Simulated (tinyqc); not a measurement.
# Short-channel transistor, virtual-source model with series resistance: effect of the temperature on the on and off currents

The current per gate width is the charge at the top of the source barrier (the virtual source) times its velocity times a saturation function; al and be are fitting constants of the model. Units: I in uA/um, Rs in ohm um, so I Rs = 1e-6 I Rs in volts; Q in uC/cm^2, so I = 1e-4 Q vx0 Fsat with vx0 in cm/s.

Intrinsic voltages Vg' = Vgs - I Rs, Vd' = Vds - 2 I Rs. n = n0 + nd Vd', VT = VT0 - dl Vd', Ff = 1/(1 + exp((Vg' - VT + al Vt/2)/(al Vt))), Q = Cinv n Vt ln(1 + exp((Vg' - VT + al Vt Ff)/(n Vt))), Vdsat = (vx0 L/mu)(1 - Ff) + Vt Ff, Fsat = u/(1 + u^be)^(1/be) with u = Vd'/Vdsat, and I = Q vx0 Fsat per width. I is solved self-consistently. Ion is I at Vgs = Vds = 0.9 V, Ioff at Vgs = 0, Vds = 0.9 V, and Rlin = Vds/I at Vgs = 0.9 V, Vds = 0.05 V. mu, vx0, VT0, dl and n0 are held fixed.

Inputs (values chosen for the exercise):
- Cinv = 1.42 uF/cm^2 (inversion capacitance)
- vx0 = 1.68e7 cm/s (velocity at the virtual source)
- mu = 1100 cm^2/(V s) (apparent mobility)
- L = 45 nm (channel length)
- VT0 = 0.304 V (threshold at zero drain voltage)
- dl = 0.03 V/V (drain-induced barrier lowering)
- n0 = 1.42 (subthreshold factor)
- nd = 0 1/V (growth of n with drain voltage)
- al = 3.5 (threshold shift (in units of Vt) from weak to strong inversion)
- be = 1.4 (sharpness of saturation)
- Rs = 120 ohm um (series resistance of each contact)

Constants: q = 1.602176634e-19 C, kB = 1.380649e-23 J/K, Vt = kB T/q. Results are converted to the units shown.

Effect of the temperature on the on and off currents:
```
T (K)  Ion (uA/um)  Ioff (nA/um)  log10(Ion/Ioff)  Rlin (ohm um)
200           1113         7.984            5.144          292.1
230           1113         38.87            4.457          292.1
260           1113         131.1            3.929          292.1
290           1114         342.6            3.512          292.0
320           1114         744.1            3.175          292.0
350           1114          1408            2.898          292.0
380           1115          2400            2.667          291.9
410           1116          3770            2.471          291.9
```

As T goes from 200 to 410 K, Ion stays near 1110 uA/um, Ioff rises from 7.98 to 3770 nA/um and Rlin stays near 292 ohm um. Ion changes by a factor of 1.00 and Ioff by 472. For T = 350 to 410 K the off current passes 1 uA/um, so the device is hardly off at Vgs = 0.

Computed by the program tinyqc: `OMP_NUM_THREADS=1 python tinyqc.py 2380111 2380112 out.jsonl`, one thread of a shared Intel Xeon 2.30GHz, about 0.01 s for the whole run.
